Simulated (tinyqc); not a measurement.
Worked calculation: molecular dynamics of a small cluster by velocity Verlet steps. Computed by tinyqc, a small Python program that keeps every step. Command: `OMP_NUM_THREADS=1 python tinyqc.py 3019743 3019744 out.jsonl verlet walk`. One thread of a shared host (Intel(R) Xeon(R) Processor @ 2.30GHz), about 0.1 s of CPU time with the checks. Intermediate numbers are printed to about 5 digits and carried at full precision; extremes and crossings named in words are read from the listed rows.

E = sum_(i<j) phi(r_ij), phi(r) = eps [exp(-2 alpha (r - r0)) - 2 exp(-alpha (r - r0))]; the force on i is -sum_j phi'(r_ij) (R_i - R_j)/r_ij.

Inputs (values chosen for the exercise, for model atoms):
```
quantity         value        unit
length r0         2.96    angstrom
well depth eps    0.45          eV
stiffness alpha   1.37  1/angstrom
atomic mass M      141           u
time step dt       9.2          fs
steps              200           -
```

Potential: Morse. Thermostat: none.

starting positions (angstrom):
```
            x      y     z
atom 1  -0.03  -0.03  0.03
atom 2   2.96   0.07  0.03
atom 3   1.47   2.58  0.05
atom 4   1.48   0.84  2.45
atom 5   1.46   0.81  -2.4
```

starting velocities (angstrom/fs):
```
               x         y         z
atom 1   0.00114   0.00044  -0.00125
atom 2   0.00055  -0.00148    0.0013
atom 3  -0.00123   0.00174  -0.00099
atom 4  -0.00053   0.00029   0.00012
atom 5     7e-05    -0.001   0.00082
```

Constants: 1 eV/(angstrom u) = 9.648533212e-03 angstrom/fs^2; k_B = 8.617333262e-05 eV/K.

## State at the start

Velocity Verlet: a = c F/M with c = 9.648533212e-3 angstrom/fs^2 per eV/(angstrom u); R(new) = R + v dt + a dt^2/2; v(new) = v + (a + a(new)) dt/2. Kinetic energy K = M v^2/(2c); temperature T = 2K/((3N - 3) k_B), rotation of the cluster included.

forces (eV/angstrom):
```
               x         y         z
atom 1   0.11611   0.08410   0.01387
atom 2   0.01546  -0.08033  -0.01630
atom 3  -0.07699  -0.06049  -0.06931
atom 4  -0.03684   0.00290  -0.09063
atom 5  -0.01773   0.05382   0.16237
```

potential energy = -4.1067 eV

kinetic energy = 0.10826 eV

temperature = 209.38 K

## Step 1

The formulas are those given above.

positions after step 1 (angstrom):
```
              x        y        z
atom 1  -0.0192  -0.0257   0.0185
atom 2   2.9651   0.0562   0.0419
atom 3   1.4585   2.5958   0.0407
atom 4   1.4750   0.8427   2.4508
atom 5   1.4606   0.8010  -2.3920
```

new forces (eV/angstrom):
```
               x         y         z
atom 1   0.08551   0.07149   0.05075
atom 2  -0.01374  -0.02247  -0.02499
atom 3  -0.04292  -0.13036  -0.04929
atom 4  -0.03769   0.01711  -0.11494
atom 5   0.00884   0.06422   0.13847
```

velocities after step 1 (angstrom/fs):
```
                 x           y           z
atom 1   0.0012035   0.0004890  -0.0012297
atom 2   0.0005505  -0.0015124   0.0012870
atom 3  -0.0012677   0.0016799  -0.0010273
atom 4  -0.0005535   0.0002963   0.0000553
atom 5   0.0000672  -0.0009628   0.0009147
```

total energy = -3.9984 eV

## Step 2

The formulas are those given above.

positions after step 2 (angstrom):
```
              x        y        z
atom 1  -0.0079  -0.0210   0.0074
atom 2   2.9701   0.0422   0.0537
atom 3   1.4467   2.6109   0.0311
atom 4   1.4698   0.8455   2.4510
atom 5   1.4612   0.7923  -2.3832
```

new forces (eV/angstrom):
```
               x         y         z
atom 1   0.04963   0.05562   0.09077
atom 2  -0.03692   0.02747  -0.03330
atom 3  -0.01241  -0.18883  -0.02946
atom 4  -0.03787   0.03028  -0.13555
atom 5   0.03756   0.07546   0.10754
```

velocities after step 2 (angstrom/fs):
```
                 x           y           z
atom 1   0.0012460   0.0005290  -0.0011851
atom 2   0.0005346  -0.0015108   0.0012687
atom 3  -0.0012852   0.0015795  -0.0010521
atom 4  -0.0005772   0.0003112  -0.0000236
atom 5   0.0000818  -0.0009189   0.0009921
```

total energy = -3.9984 eV

## Fastest vibration

Relax the cluster, diagonalise the Hessian (central differences): omega_max = sqrt(c lambda_max/M). Verlet steps are stable for omega_max dt < 2.

omega_max = 0.022217 1/fs

shortest period = 282.81 fs

omega_max dt = 0.20440

The step is 1/30.7 of the shortest period.

## The trajectory

Spread = largest minus smallest value. The test of the step is the spread (largest minus smallest) of the total energy over the run without thermostat, against the spread of K; the step passes below 5 %. The mean T is over the second half.

Course of the run (evenly spaced rows):
```
step  t (fs)   U (eV)   K (eV)  U + K (eV)   T (K)
0        0.0  -4.1067  0.10826     -3.9984  209.38
14     128.8  -4.0489  0.05080     -3.9981   98.26
28     257.6  -4.0788  0.08061     -3.9982  155.90
42     386.4  -4.0660  0.06783     -3.9982  131.18
56     515.2  -4.0627  0.06456     -3.9981  124.86
70     644.0  -4.0905  0.09220     -3.9983  178.32
84     772.8  -4.0482  0.05012     -3.9981   96.93
98     901.6  -4.0823  0.08406     -3.9983  162.57
112   1030.4  -4.0859  0.08754     -3.9983  169.31
126   1159.2  -4.0434  0.04532     -3.9981   87.66
140   1288.0  -4.1069  0.10849     -3.9984  209.82
154   1416.8  -4.0605  0.06234     -3.9982  120.56
168   1545.6  -4.0478  0.04969     -3.9981   96.10
182   1674.4  -4.0966  0.09835     -3.9983  190.22
196   1803.2  -4.0459  0.04779     -3.9981   92.43
```

spread of the total energy = 4.3598e-04 eV

spread of the total over spread of K = 0.0060344

mean temperature = 136.24 K

The total energy keeps within 0.60 % of the swings of K, so the step passes.

## Energy conservation against the time step

Runs without thermostat over the same span of time, steps x dt; spread = largest minus smallest value. For contrast, the energy gained over the first 30 dt (dt of the inputs) by explicit Euler steps: R(new) = R + v dt, v(new) = v + a dt.

Energy error (eV):
```
dt (fs)  omega_max dt  Verlet, spread of U + K  Euler, gain in U + K
1.15          0.02555               6.7836e-06               0.00692
2.30          0.05110               2.7130e-05               0.01442
4.60          0.10220               1.0863e-04               0.03143
9.20          0.20440               4.3598e-04               0.07517
18.40         0.40879               1.7307e-03               0.22031
27.60         0.61319               3.8820e-03               0.49142
```

The Verlet error grows as dt^2.00 between the first rows, the second order of the method. Euler steps gain energy steadily: over that short span the gain in the first row is already 1000 times the Verlet spread of the whole run, and it grows as dt^1.06, tending to the first order of that method as dt shrinks.

Checks made by the program: time reversal over 50 steps (relative difference below 1e-10).
